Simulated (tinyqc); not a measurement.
The same stress in different states: Raman shift of the zone-centre optical phonon of a diamond-structure crystal under stress. Computed by tinyqc, a small Python program. Command: `OMP_NUM_THREADS=1 python tinyqc.py 3031416 3031417 out.jsonl ramanstress walk`. One thread of a shared host (Intel(R) Xeon(R) Processor @ 2.30GHz), about 0.01 s of CPU time with the checks.

Axes x, y, z are the cube axes. Strain shifts the threefold optical mode and can split it; p, q and r are the phonon deformation potentials.

Inputs (values chosen for the exercise, modelled on silicon):
```
quantity                          value  unit
unstrained frequency omega_0      520.9  1/cm
p/omega_0^2                       -1.91     -
q/omega_0^2                        -2.2     -
r/omega_0^2                      -0.745     -
C11                               166.8   GPa
C12                               63.79   GPa
C44                               79.28   GPa
stress sigma (tension positive)     0.8   GPa
```

Stress state: biaxial. Axis: [111].

Method:
- S11 = (C11 + C12)/D, S12 = -C12/D, D = (C11 - C12)(C11 + 2 C12), S44 = 1/C44.
- eps_xx = S11 sigma_xx + S12 (sigma_yy + sigma_zz), and cyclic; eps_xy = S44 sigma_xy/2 (tensor strain).
- Secular matrix: M_xx = p eps_xx + q (eps_yy + eps_zz), M_xy = 2 r eps_xy; its eigenvalues are omega^2 - omega_0^2, and the shifts are these over 2 omega_0.
- Uniaxial: sigma n n^T; biaxial: sigma (1 - n n^T); hydrostatic: sigma 1. The line seen from (001) is taken as unresolved, at the intensity-weighted shift M_zz/(2 omega_0).

S44 = 12.6135 1/TPa

S11 = 7.60419 1/TPa

S12 = -2.10361 1/TPa

Shifts (1/cm):
```
state                   lowest   middle  highest  line seen from (001)
uniaxial [100]         -1.6843  -1.6843  -1.0977               -1.6843
uniaxial [110]         -2.3699  -1.6843  -0.4120               -1.6843
uniaxial [001]         -1.6843  -1.6843  -1.0977               -1.0977
uniaxial [111]         -2.7940  -0.8361  -0.8361               -1.4887
biaxial, normal [001]  -3.3685  -2.7819  -2.7819               -3.3685
biaxial, normal [111]  -3.6301  -3.6301  -1.6721               -2.9774
hydrostatic            -4.4662  -4.4662  -4.4662               -4.4662
```

What follows from these numbers?

Seen from (001), uniaxial stress along [100] and along [110] give the same shift (-1.684), and equal biaxial stress in the plane gives twice as much (-3.369), since only sigma_xx + sigma_yy and sigma_zz enter M_zz. Stress along [001] gives -1.098. One measured shift therefore fixes the stress only once its state is assumed: read as uniaxial in the plane, a shift implies twice the stress that it does read as biaxial.

Extremes, crossings and ranges named in words are read from the listed rows.
